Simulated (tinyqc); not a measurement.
# Resistance of a source-drain extension with a graded tip: effects of single changes

y runs along the channel, the gate covers y > 0. The doping is N0 for y < y0 and N0 10^(-(y - y0)/la) beyond, uniform over the depth xj. Sheet conductance s(y) = q mu(N) max(N - Nch, 0) xj + (for y > 0) ma Cox Vo, with mu(N) = u0 + (u1 - u0)/(1 + (N/Nr)^au) and Cox = eps0 eox/tox. Current is taken as one-dimensional; depletion of the tip, spreading and the contact are left out. The metallurgical junction lies at yj, where N = Nch.

Values chosen for this exercise; mobility law close to that of electrons in silicon:
- eox = 3.9 (relative permittivity of the gate insulator (close to silicon dioxide))
- tox = 1.1 nm (insulator thickness)
- N0 = 2e20 cm^-3 (active doping of the extension far from the gate)
- la = 2.9 nm/decade (lateral abruptness)
- y0 = 3.1 nm (position under the gate where the fall begins (gate edge at 0))
- xj = 12 nm (depth of the extension)
- Nch = 5.3e17 cm^-3 (channel doping)
- Ls = 24 nm (spacer length)
- Vo = 0.84 V (gate overdrive)
- ma = 130 cm^2/(V s) (mobility of the gate-induced layer)
- u1 = 1414 cm^2/(V s) (mobility at low doping)
- u0 = 68.5 cm^2/(V s) (mobility at high doping)
- Nr = 9.2e16 cm^-3 (reference doping)
- au = 0.711 (exponent)
- Lg = 50 nm (gate length)

Constants: q = 1.602176634e-19 C, eps0 = 8.8541878128e-14 F/cm where lengths are in cm. Results are converted to the units shown.

Each table varies one quantity; the others keep the values above.

## Abruptness at a fixed junction position

R_spacer = integral of dy/s from -Ls to 0, R_ov from 0 to yj, R_channel = (Lg - 2 yj)/(ma Cox Vo), R_total = 2 R_spacer + 2 R_ov + R_channel. Electrical length L_eff = ma Cox dR_total/d(1/Vo); R_series = R_total - L_eff/(ma Cox Vo). y0 is moved with la so that yj stays at 10.573 nm.

The same in every row: yj (nm) = 10.57; R_channel (ohm um) = 84.17.

Abruptness at a fixed junction position:
```
la (nm/decade),R_spacer (ohm um),R_ov (ohm um),R_total (ohm um),L_eff (nm),R_series (ohm um)
1,8.436,6.877,114.8,31.18,23.83
2.3,8.436,11.50,124.1,33.89,25.18
3.6,8.436,16.13,133.3,36.60,26.53
4.9,8.887,20.43,142.8,39.25,28.32
6.1,11.64,23.05,153.6,41.26,33.19
7.4,17.75,24.79,169.3,42.85,44.26
8.7,26.96,25.89,189.9,43.96,61.62
10,38.88,26.64,215.2,44.77,84.61
```

What does the table show?

As la goes from 1 to 10 nm/decade, R_total rises from 115 to 215 ohm um, R_spacer rises from 8.44 to 38.9 ohm um and R_ov rises from 6.88 to 26.6 ohm um. R_total changes on average by 11.2 ohm um for each nm/decade. L_eff exceeds the metallurgical length by 2.33 nm in the first row and 15.9 nm in the last, since the gate also controls the lightly doped tips.

## Effect of the gate overdrive

Same model as above.

The same in every row: yj (nm) = 10.57; R_spacer (ohm um) = 8.436.

Effect of the gate overdrive:
```
Vo (V),R_ov (ohm um),R_channel (ohm um),R_total (ohm um),L_eff (nm),R_series (ohm um)
0.15,38.33,471.4,564.9,31.29,53.80
0.3,26.13,235.7,304.8,32.61,38.49
0.45,20.45,157.1,214.9,33.53,32.29
0.6,17.03,117.8,168.8,34.25,28.90
0.75,14.71,94.27,140.6,34.84,26.75
0.9,13.02,78.56,121.5,35.33,25.27
1.05,11.72,67.34,107.6,35.77,24.18
1.2,10.68,58.92,97.16,36.15,23.34
```

Read the table: what changes, and by how much?

As Vo goes from 0.15 to 1.2, R_total falls from 565 to 97.2 ohm um, L_eff rises from 31.3 to 36.2 nm and R_series falls from 53.8 to 23.3 ohm um. Both extracted quantities depend on the overdrive at which they are taken.

Program tinyqc, `OMP_NUM_THREADS=1 python tinyqc.py 2282103 2282104 out.jsonl`; Intel Xeon 2.30GHz, shared host, one thread, about 0.03 s.
